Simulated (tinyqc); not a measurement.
Worked calculation: Hubbard ring of 4 sites. One step of it, computed by the program tinyqc.

Task: Mean-field iteration 2. H(up) = T + U n(down), H(down) = T + U n(up); fill the lowest levels; n(new) = n + mixing (n(out) - n); E = tr T (rho up + rho down) + U sum n_up n_down of the output.

one-body matrix (hopping and site energies) (eV), lower triangle:
```
           1          2          3         4
1   0.000000
2  -1.530000   0.000000
3   0.000000  -1.530000   0.000000
4  -1.530000   0.000000  -1.530000  0.000000
```

U = 8.200000 eV

electrons, up and down: 2  2

mixing = 1

n(up) after iteration 1: 1 0.783200, 2 0.216800, 3 0.783200, 4 0.216800

n(down) after iteration 1: 1 0.216800, 2 0.783200, 3 0.216800, 4 0.783200

Give: levels, up; levels, down; energy; n(up) after iteration 2; n(down) after iteration 2.

Result:

levels, up (eV): 0.259  1.778  6.422  7.941

levels, down (eV): 0.259  1.778  6.422  7.941

energy = -1.953 eV

n(up) after iteration 2: 1 0.901, 2 0.099, 3 0.901, 4 0.099

n(down) after iteration 2: 1 0.099, 2 0.901, 3 0.099, 4 0.901
